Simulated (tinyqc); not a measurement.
Electron density from the centroid.

Problem. In the Fang-Howard model the centroid is 3/b with b^3 = 6 (mz1/C) q (Nd + 11 Ns/32)/(eps0 eps_r), C = hbar^2/(2 m0), the field in eV/nm. Find b and Ns.

Values chosen for this exercise; masses and permittivity close to those of silicon (100): relative permittivity eps_r = 11.8; mass along z of valley set A (2 valley(s)) mz1 = 0.911 m0; sheet density of depletion charge Nd = 3.6e11 cm^-2.

Constants: q = 1.602176634e-19 C, hbar = 1.054571817e-34 J s, m0 = 9.1093837015e-31 kg, eps0 = 8.8541878128e-14 F/cm where lengths are in cm, hbar^2/(2 m0) = 0.0380998212 eV nm^2. Results are converted to the units shown.

centroid = 2.1590699 nm

Solution. b = 3/centroid gives Nd + 11 Ns/32, from which the depletion charge is taken off.

b = 1.39 1/nm
Ns = 2.50e12 cm^-2

Program tinyqc, `OMP_NUM_THREADS=1 python tinyqc.py 2160020 2160021 out.jsonl`; Intel Xeon 2.30GHz, shared host, one thread, about 1 s.
